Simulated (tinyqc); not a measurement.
From one set of inputs to another, one input at a time: trap-assisted generation and recombination current of an abrupt junction. Computed by tinyqc, a small Python program. Command: `OMP_NUM_THREADS=1 python tinyqc.py 3030896 3030897 out.jsonl junctionleak ladder`. One thread of a shared host (Intel(R) Xeon(R) Processor @ 2.30GHz), about 0.04 s of CPU time with the checks.

Depletion approximation, flat quasi-Fermi levels across the depleted layer, long neutral regions with minority lifetimes tau_n and tau_p, full ionisation and Boltzmann statistics. Voltages in exponents stand for e V.

The inputs printed are set A. Inputs not listed in the table keep their values of set A, so the rows need not describe a real material.

Inputs (values chosen for the exercise, for a model semiconductor):
```
quantity                              value    unit
gap E_g                                1.11      eV
electron mass m_e                      0.35     m_0
valleys M_c                               6       -
hole mass m_h                         0.913     m_0
dielectric constant eps                10.1       -
acceptor density N_A                2.7e+16   cm^-3
donor density N_D                   9.8e+17   cm^-3
capture time tau_n                  2.4e-08       s
capture time tau_p                  5.5e-08       s
trap level E_t - E_i                      0      eV
electron diffusion coefficient D_n       22  cm^2/s
hole diffusion coefficient D_p          3.8  cm^2/s
forward bias V                         0.25       V
reverse bias V_r                        7.5       V
temperature T                           350       K
```

Field enhancement: none.

Constants: k_B = 8.617333262e-05 eV/K; m_0 = 9.1093837015e-31 kg; k_B = 1.380649e-23 J/K; h = 6.62607015e-34 J s; e = 1.602176634e-19 C; eps_0 = 8.8541878128e-12 F/m.

Method:
- N_c = 2 M_c (2 pi m_e k_B T/h^2)^(3/2) and N_v = 2 (2 pi m_h k_B T/h^2)^(3/2), masses in units of m_0.
- n_i = sqrt(N_c N_v) exp(-E_g/2 k_B T); V_bi = (k_B T/e) ln(N_A N_D/n_i^2); diffusion saturation current J_d0 = e n_i^2 [sqrt(D_n/tau_n)/N_A + sqrt(D_p/tau_p)/N_D].
- W = sqrt(2 eps eps_0 (V_bi - V)(1/N_A + 1/N_D)/e), x_p = W N_D/(N_A + N_D), x_n = W - x_p, peak field F_m = 2 (V_bi - V)/W; reverse bias means V = -V_r.
- Potential from the p edge: phi = (V_bi - V) x^2/(x_p W) on the p side and (V_bi - V)[1 - (W - x)^2/(x_n W)] on the n side; p = N_A exp(-phi/k_B T), n = n_i^2 exp(V/k_B T)/p; U = (n p - n_i^2)/[tau_p (n + n_i exp(dE/k_B T)) + tau_n (p + n_i exp(-dE/k_B T))], dE = E_t - E_i, n1 = n_i exp(dE/k_B T), p1 = n_i exp(-dE/k_B T); J_t = e int U dx by the trapezoid rule on 400 intervals on each side.
- Generation lifetime tau_g = tau_p exp(dE/k_B T) + tau_n exp(-dE/k_B T); textbook estimate e n_i W/tau_g; generation current J_g = -J_t; total = J_g + J_d0 (1 - exp(-V_r/k_B T)).
- Total J = J_t + J_d0 (exp(V/k_B T) - 1); ideality n = (e/k_B T) dV/d ln J, central difference of 1 mV.

Each row keeps all changes above it:
```
input moved                      from       to  generation current (A/cm^2)  total forward current (A/cm^2)  ideality factor
set A                               -        -                   3.1171e-05                      1.8236e-04           1.3359
donor density N_D (cm^-3)     9.8e+17  4.6e+18                   3.1171e-05                      1.8188e-04           1.3370
capture time tau_n (s)        2.4e-08  2.2e-07                   8.8773e-06                      5.7426e-05           1.3251
temperature T (K)                 350      250                   3.3285e-09                      3.9046e-08           1.9205
acceptor density N_A (cm^-3)  2.7e+16  1.1e+16                   5.2433e-09                      6.3364e-08           1.9132
capture time tau_p (s)        5.5e-08  2.6e-09                   6.4988e-09                      2.7289e-07           1.9148
forward bias V (V)               0.25     0.42                   6.4988e-09                      1.7415e-05           1.8389
reverse bias V_r (V)              7.5      5.2                   5.1953e-09                      1.7415e-05           1.8389
```

Generation current goes from 3.12e-5 to 5.20e-9, a factor 1.67e-4 in all. The largest single move comes from temperature T (a factor 3.75e-4). Total forward current goes from 1.82e-4 to 1.74e-5, a factor 0.0955 in all. The largest single move comes from temperature T (a factor 6.80e-4), and forward bias V works against it (a factor 63.8). Ideality factor goes from 1.34 to 1.84, a factor 1.38 in all. The largest single move comes from temperature T (a factor 1.45), and forward bias V works against it (a factor 0.960). The single moves hold for this order of the switches; the total does not depend on the order.

Extremes, crossings and ranges named in words are read from the listed rows.
